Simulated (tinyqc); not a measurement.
# Changing the spread of capture barriers sigma_c

Model: bias-temperature instability from a Gaussian distribution of capture and emission barriers. Computed by tinyqc, a small Python program. Command: `OMP_NUM_THREADS=1 python tinyqc.py 3021549 3021550 out.jsonl bti sweep`. One thread of a shared host (Intel(R) Xeon(R) Processor @ 2.30GHz), about 0.03 s of CPU time with the checks.

Each trap has a capture time tau_0 exp(E_c/(k_B T)) under stress and an emission time tau_0 exp(E_e/(k_B T)) after it. E_c is Gaussian, and E_e = E_c + d with d Gaussian and independent. A trap counts as filled once t_s exceeds its capture time and as emptied once t_r exceeds its emission time.

Inputs (values chosen for the exercise, for a model p-channel transistor):
```
quantity                                 value        unit
shift with all traps filled V_max          290          mV
mean capture barrier at zero field mu_c    1.5          eV
lowering of mu_c per field k_F           0.042  eV/(MV/cm)
oxide field F                              5.3       MV/cm
time constant tau_0                      1e-09           s
temperature T                               60           C
stress time t_s                           2000           s
failure criterion                           20          mV
```

Constants: k_B = 8.617333262e-05 eV/K.

Method:
- Demarcation energies E_s = k_B T ln(t_s/tau_0), E_r = k_B T ln(t_r/tau_0); mean barrier mu = mu_c - k_F F; z = (E_s - mu)/sigma_c; Phi is the standard normal distribution.
- Temperatures in kelvin are T(C) + 273.15.
- Shift without recovery dV0 = V_max Phi(z); local time exponent n = d ln dV0/d ln t_s = (k_B T/sigma_c) exp(-z^2/2)/(sqrt(2 pi) Phi(z)); apparent activation energy n E_s.
- Solve V_max Phi(z) = criterion for t_s; the power-law extrapolation from the stress point is t_s (criterion/dV0)^(1/n); 1 year = 3.15576e7 s.

One run for each value; columns: (1) spread of capture barriers sigma_c (eV); (2) shift without recovery dV0 (mV); (3) time exponent n; (4) log10 of the lifetime in s:
```
(1)     (2)     (3)     (4)
0.17   0.92  0.5124   6.509
0.23   6.31  0.2983   5.162
0.28  14.11  0.2127   4.040
0.34  24.96  0.1541   2.694
0.39  33.91  0.1236   1.571
0.45  43.82  0.0989   0.225
0.50  51.21  0.0843  -0.897
```

Over the rows, shift without recovery dV0 (mV) rises from 0.916 to 51.2 (exponent d ln y / d ln x 6.4 between the first rows and 1.5 between the last); time exponent n falls from 0.512 to 0.0843 (exponent d ln y / d ln x -1.8 between the first rows and -1.5 between the last); log10 of the lifetime in s falls from 6.51 to -0.897. The stress probes the low tail of the barriers: a wider distribution puts more traps there and flattens the time dependence. Left out: 0.120 (the shift is negligible or nearly saturated).
